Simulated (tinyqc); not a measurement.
Metal gate on a two-layer dielectric stack with fixed charge and a dipole: two steps of the calculation.

Gate, layer 2, layer 1, p-type semiconductor; x runs from the gate inwards. Charges are counted in units of +q. psi is the band bending at the surface, positive towards inversion. Classical charge, Boltzmann statistics, no interface traps.

Values chosen for this exercise; band and dielectric values close to those of silicon, layer 1 close to silicon dioxide, layer 2 close to hafnium oxide:

| symbol | value | unit | meaning |
|---|---|---|---|
| T | 300 | K | temperature |
| Eg | 1.14 | eV | band gap |
| eps_r | 11.8 |  | relative permittivity |
| Nv | 2.68e19 | cm^-3 | valence-band density of states at T |
| chi | 4.08 | eV | electron affinity |
| Na | 7.4e16 | cm^-3 | acceptor density |
| pM | 4.2 | eV | work function of the gate metal |
| t1 | 0.6 | nm | thickness of layer 1, next to the semiconductor |
| e1 | 3.83 |  | relative permittivity of layer 1 |
| t2 | 5.6 | nm | thickness of layer 2, next to the gate |
| e2 | 21.5 |  | relative permittivity of layer 2 |
| Q1 | 3.3e11 | cm^-2 | fixed charge at the semiconductor interface |
| Q2 | 3.1e11 | cm^-2 | fixed charge between the layers |
| r1 | 1.8e18 | cm^-3 | uniform charge density in layer 1 |
| r2 | 0 | cm^-3 | uniform charge density in layer 2 |
| Vd | 0.28 | V | flat-band shift by a dipole layer between the layers |
| ps | 0.924 | V | band bending psi of the working point |

Constants: q = 1.602176634e-19 C, kB = 1.380649e-23 J/K, Vt = kB T/q, eps0 = 8.8541878128e-14 F/cm where lengths are in cm. Results are converted to the units shown.

Task 1. Flat-band voltage, term by term. EOT = 3.9 (t1/e1 + t2/e2), Cox = eps0/(t1/e1 + t2/e2); phi_ms = pM - (chi + Eg - Vt ln(Nv/Na)). Vfb = phi_ms + Vd - (q/eps0) [Q1 (t1/e1 + t2/e2) + Q2 t2/e2 + r1 (t1^2/(2 e1) + t1 t2/e2) + r2 t2^2/(2 e2)]: each charge counts with its electrical distance from the gate.

Wanted: terms; Vfb.

Result 1.

terms (V): phi_ms -0.8677, dipole 0.2800, Q1 -0.0249, Q2 -0.0146, r1 -0.0066, r2 0.0000
Vfb = -0.6338 V

Apart from phi_ms the largest term is that of dipole, 280 mV; all charges and the dipole together move Vfb by 234 mV.

Task 2. Fields and voltage drops. Gauss: D = -Qs just inside the semiconductor; going towards the gate subtract q Q1, then q r1 t1, q Q2 and q r2 t2. Field = D/(eps0 e); the drop over a layer is its mean field times its thickness; Vg = phi_ms + Vd + psi + both drops.

Qs = -0.20674264 uC/cm^2

Find: D; field; drop over layer 2; drop over layer 1; Vg.

Result 2.

```
place                        D (uC/cm^2)  field (MV/cm)
layer 2, gate side               0.08690        0.04565
layer 2, inner side              0.08690        0.04565
layer 1, outer side              0.13657        0.40272
layer 1, semiconductor side      0.15387        0.45374
semiconductor surface            0.20674        0.19788
```

drop over layer 2 = 0.025563 V
drop over layer 1 = 0.025694 V
Vg = 0.38758 V

The same Vg follows from Vfb + psi - Qs/Cox. The largest field, 0.454 MV/cm in size, is at: layer 1, semiconductor side.

tinyqc, about 0.01 s, one thread, Intel Xeon 2.30GHz (shared host): `OMP_NUM_THREADS=1 python tinyqc.py 2010065 2010066 out.jsonl`
